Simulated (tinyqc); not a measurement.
## Quantum limit of the contact resistance of a three-dimensional channel: total resistance against length

Parabolic band with gv valleys, C = hbar^2/(2 m0), eta = (EF - Ec)/(kB T). Landauer picture: each mode conducts 2 q^2/h, and the contacts and the channel add incoherently in series, 1/Tt - 1 = 2 (1/tc - 1) + L/lam for the total transmission Tt.

n = N F12(eta), N = 2 gv (m kB T/(4 pi C))^1.5, F12(x) = (2/sqrt(pi)) int_0^infinity sqrt(u)/(1 + exp(u - x)) du; modes per area M = gv m kB T ln(1 + exp(eta))/(4 pi C); at zero temperature M0 = gv kF^2/(4 pi), kF = (3 pi^2 n/gv)^(1/3). kB T in eV. RQ = (h/2q^2)/M for the whole device, R = RQ/Tt; the part of one contact is Rc = RQ (1/tc - 1/2) and the channel adds RQ L/lam.

Values chosen for this exercise: temperature T = 300 K; mass m = 0.073 m0; valleys gv = 1; carrier density n = 2.5e18 cm^-3; transmission of each contact tc = 0.74; back-scattering length of the channel lam = 4.3 nm.

Constants: q = 1.602176634e-19 C, kB = 1.380649e-23 J/K, hbar = 1.054571817e-34 J s, h = 6.62607015e-34 J s, m0 = 9.1093837015e-31 kg, Vt = kB T/q, hbar^2/(2 m0) = 0.0380998212 eV nm^2. Results are converted to the units shown.

Total resistance against length:
```
L (nm)  R (ohm cm^2)  share of the contacts (%)
0.41        1.767e-8                      94.70
0.92        1.883e-8                      88.84
2.1         2.153e-8                      77.71
4.6         2.724e-8                      61.41
10          3.958e-8                      42.27
23          6.929e-8                      24.15
53          1.379e-7                      12.14
120         2.910e-7                      5.750
```

R is a straight line in L with intercept 2 Rc = 1.67e-8 ohm cm^2; the share of the contacts falls from 94.7 to 5.75 % and is one half at L = lam (2/tc - 1) = 7.32 nm.

Program tinyqc, `OMP_NUM_THREADS=1 python tinyqc.py 2760023 2760024 out.jsonl`; Intel Xeon 2.30GHz, shared host, one thread, about 0.01 s.
